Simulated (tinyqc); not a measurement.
# Changing the grain size d

Model: estimate of lattice thermal conductivity from elastic moduli (Slack, Klemens and Cahill formulas). Computed by tinyqc, a small Python program. Command: `OMP_NUM_THREADS=1 python tinyqc.py 3012925 3012926 out.jsonl slack sweep`. One thread of a shared host (Intel(R) Xeon(R) Processor @ 2.30GHz), about 0.01 s of CPU time with the checks.

An isotropic solid.

Inputs (values chosen for the exercise, for a model crystal):

| quantity | value | unit |
|---|---|---|
| bulk modulus B | 75.7 | GPa |
| shear modulus G | 22.1 | GPa |
| volume per atom V | 29.1 | angstrom^3 |
| mean atomic mass M | 16.9 | u |
| atoms per primitive cell n | 1 | - |
| temperature T | 400 | K |
| disorder parameter Gamma | 0.0036 | - |

Grueneisen parameter: from the Poisson ratio.

Constants: u = 1.6605390666e-27 kg; hbar = 1.054571817e-34 J s; k_B = 1.380649e-23 J/K; h = 6.62607015e-34 J s.

Method:
- rho = M/V; vL = sqrt((B + 4G/3)/rho), vT = sqrt(G/rho); v_m = [(vL^-3 + 2 vT^-3)/3]^(-1/3); Poisson ratio sigma = (3B - 2G)/(6B + 2G); Theta = hbar v_m (6 pi^2/V)^(1/3)/k_B.
- Empirical rule gamma = (3/2) (1 + sigma)/(2 - 3 sigma).
- Slack, an estimate for T near or above Theta_a: kappa = A M Theta_a^3 delta n^(1/3)/(gamma^2 T) in W/(m K), with M in u, delta = V^(1/3) in angstrom, Theta_a = Theta n^(-1/3) and A = 2.43e-6/(1 - 0.514/gamma + 0.228/gamma^2).
- High-temperature forms with the classical heat capacity. Klemens: kappa/kappa_0 = arctan(u)/u, u^2 = pi^2 Theta V Gamma kappa_0/(h v_m^2). Grains: 1/kappa_poly = 1/kappa + 1/(C v_m d/3), C = 3 k_B/(n V), the acoustic branches alone.
- Cahill minimum: kappa_min = (pi/6)^(1/3) k_B V^(-2/3) sum over L, T, T of v (T/Theta_i)^2 int_0^(Theta_i/T) x^3 e^x/(e^x - 1)^2 dx, Theta_i = Theta v_i/v_m (64 Gauss-Legendre points).
- Its high-temperature limit is (1/2) (pi/6)^(1/3) k_B V^(-2/3) (vL + 2 vT).

One run for each value:

| grain size d (nm) | kappa of the polycrystal (W/(m K)) | grain-boundary limit (W/(m K)) | kappa_poly/kappa_min |
|---|---|---|---|
| 5 | 5.509 | 1.280e+01 | 5.439 |
| 20 | 8.136 | 5.119e+01 | 8.032 |
| 50 | 8.993 | 1.280e+02 | 8.879 |
| 200 | 9.494 | 5.119e+02 | 9.373 |
| 500 | 9.601 | 1.280e+03 | 9.479 |
| 2000 | 9.655 | 5.119e+03 | 9.532 |
| 5000 | 9.666 | 1.280e+04 | 9.543 |
| 20000 | 9.671 | 5.119e+04 | 9.548 |
| 50000 | 9.672 | 1.280e+05 | 9.550 |

Over the rows, kappa of the polycrystal (W/(m K)) rises from 5.51 to 9.67 (exponent d ln y / d ln x 0.28 between the first rows and 1.2e-4 between the last); grain-boundary limit (W/(m K)) rises from 12.8 to 128000 (exponent d ln y / d ln x about 1.0 throughout); kappa_poly/kappa_min rises from 5.44 to 9.55 (exponent d ln y / d ln x 0.28 between the first rows and 1.2e-4 between the last). At the high end the exponent of kappa of the polycrystal is 0.00, close to 0: grains are larger than the free path. The two resistivities add, so grains matter once the boundary limit, proportional to d, falls to the size of kappa with point defects.

Caution (all rows): T lies below Theta_a, where umklapp processes begin to freeze out and the Slack formula can fall short.

Extremes, crossings and ranges named in words are read from the listed rows.
